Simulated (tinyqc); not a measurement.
Changing the allowed failure fraction F: time-dependent dielectric breakdown: cell percolation, Weibull statistics, area scaling and voltage extrapolation. Computed by tinyqc, a small Python program. Command: `OMP_NUM_THREADS=1 python tinyqc.py 3020273 3020274 out.jsonl tddb sweep`. One thread of a shared host (Intel(R) Xeon(R) Processor @ 2.30GHz), about 0.01 s of CPU time with the checks.

The oxide is divided into columns of area a^2, each holding m = t_ox/a cells (m is taken as continuous). A share lambda(t) = (t/t_1)^alpha of the cells is defective, and a column whose cells are all defective breaks down.

Inputs (values chosen for the exercise, for a model gate oxide):
```
quantity                                                  value  unit
oxide thickness t_ox                                        4.3    nm
defect cell size a                                          1.2    nm
exponent alpha of defect growth                            0.72     -
time t_1 at which the occupied share would reach 1       900000     s
test area A                                                7000  um^2
product area A_u                                          4e+06  um^2
stress voltage V                                           6.06     V
use voltage V_u                                             4.2     V
local exponent n = -d ln t/d ln V at the stress voltage      39     -
activation energy E_a                                      0.49    eV
stress temperature T                                        175     C
use temperature T_u                                          85     C
```

Voltage law used: 1/E.

Constants: k_B = 8.617333262e-05 eV/K.

Method:
- Failure fraction F = 1 - (1 - lambda^m)^N with N = A/a^2 columns, which for small lambda^m is 1 - exp(-(t/t63)^beta) with beta = alpha m and t63 = t_1 N^(-1/beta); critical share lambda(t63) = N^(-1/m). 1 um^2 = 1e6 nm^2.
- All three voltage laws share the slope n at the stress voltage. Factor t(V_u)/t(V): E law exp(n (1 - V_u/V)); 1/E law exp(n (V/V_u - 1)); power law (V/V_u)^n.
- Temperatures in kelvin are T(C) + 273.15.
- Temperature factor exp[(E_a/k_B)(1/T_u - 1/T)]; area factor (A/A_u)^(1/beta); percentile factor (-ln(1 - F))^(1/beta); life = t63 x all four; 1 year = 3.15576e7 s.

One run for each value:
```
allowed failure fraction F  projected life (years)  percentile factor
1.00e-07                                6.3742e-01         1.9356e-03
1.00e-06                                1.5561e+00         4.7252e-03
1.00e-05                                3.7986e+00         1.1535e-02
1.00e-04                                9.2731e+00         2.8159e-02
1.00e-03                                2.2641e+01         6.8753e-02
1.00e-02                                5.5368e+01         1.6813e-01
1.00e-01                                1.3766e+02         4.1802e-01
5.00e-01                                2.8570e+02         8.6757e-01
```

What does the table show, and why?

Over the rows, projected life (years) rises from 0.637 to 286 (exponent d ln y / d ln x 0.39 between the first rows and 0.45 between the last); percentile factor rises from 0.00194 to 0.868 (exponent d ln y / d ln x 0.39 between the first rows and 0.45 between the last). For small F the life scales as F^(1/beta), 1/beta = 0.388.

Caution (all rows): t_1 is an input here; in a real oxide it changes with thickness at fixed voltage.
